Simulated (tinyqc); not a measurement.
# Undoped symmetric double-gate MOSFET, analytic potential model: effect of the temperature

An undoped body of thickness ts between two equal insulators and tied gates; long channel, electrons only, n = ni exp((psi - V)/Vt) with V the quasi-Fermi potential (0 at the source, Vd at the drain), constant mobility, no quantisation. Across the body psi(x) = V - 2 Vt ln[(ts/(2 beta)) sqrt(q ni/(2 eps0 eps_r Vt)) cos(2 beta x/ts)], x from the centre. Q is the electron charge per area of the whole body.

Nc and Nv are given at 300 K and scale as (T/300 K)^1.5; Eg and mu are held fixed. ni = sqrt(Nc Nv) exp(-Eg/(2 Vt)), Eg in volts; r = eps_r tox/(eox ts); V0 = dphi + 2 Vt ln[(2/ts) sqrt(2 eps0 eps_r Vt/(q ni))]. beta (between 0 and pi/2) solves (Vg - V0 - V)/(2 Vt) = ln(beta) - ln(cos beta) + 2 r beta tan(beta). Q = 8 eps0 eps_r Vt beta tan(beta)/ts; I = mu (1/L)(4 eps0 eps_r/ts)(2 Vt)^2 [g(beta_s) - g(beta_d)] per width, g = beta tan(beta) - beta^2/2 + r beta^2 tan^2(beta), with beta_s at V = 0 and beta_d at V = Vd.  I(low) is taken at Vg = 0.01 V, Qs and I(high) at Vg = 0.76 V.

Inputs (values chosen for the exercise); material values close to those of germanium: band gap Eg = 0.668 eV; relative permittivity of the semiconductor eps_r = 15.9; conduction-band density of states at the reference temperature Nc = 1.03e19 cm^-3; valence-band density of states at the reference temperature Nv = 6.11e18 cm^-3; relative permittivity of the gate insulator eox = 3.79; insulator thickness tox = 1.2 nm; body thickness ts = 25 nm; gate work function less that of the intrinsic body dphi = 0.01 V; channel mobility mu = 560 cm^2/(V s); gate length L = 1 um; drain voltage Vd = 0.5 V.

Constants: q = 1.602176634e-19 C, kB = 1.380649e-23 J/K, Vt = kB T/q, eps0 = 8.8541878128e-14 F/cm where lengths are in cm. Results are converted to the units shown.

Result of one run:
```
T (K),V0 (V),I(low) (nA/um),Qs(high) (nC/cm^2),I(high) (uA/um)
400,0.2251,5.838,2003,267.9
```

What becomes of these results when the temperature T is changed from 400 to 430 K, all else the same?

Result of the changed run:
```
T (K),V0 (V),I(low) (nA/um),Qs(high) (nC/cm^2),I(high) (uA/um)
430,0.2148,13.73,2014,274.1
```

The whole series:
```
T (K),V0 (V),I(low) (nA/um),Qs(high) (nC/cm^2),I(high) (uA/um)
220,0.2843,4.729e-4,1992,238.8
250,0.2747,0.005391,1986,242.3
280,0.2651,0.03768,1983,246.5
310,0.2552,0.1855,1984,251.2
340,0.2453,0.7042,1988,256.4
370,0.2352,2.192,1995,261.9
400,0.2251,5.838,2003,267.9
430,0.2148,13.73,2014,274.1
```

As T goes from 220 to 430 K, I(low) rises from 4.73e-4 to 13.7 nA/um and I(high) rises from 239 to 274 uA/um. V0 falls from 0.284 to 0.215 V. In every row the surface density at the source at the higher gate voltage passes 0.3 Nc, where Boltzmann statistics fail. In every row the mobility is held fixed, though a real one changes with T.

tinyqc, about 0.03 s, one thread, Intel Xeon 2.30GHz (shared host): `OMP_NUM_THREADS=1 python tinyqc.py 2440139 2440140 out.jsonl`
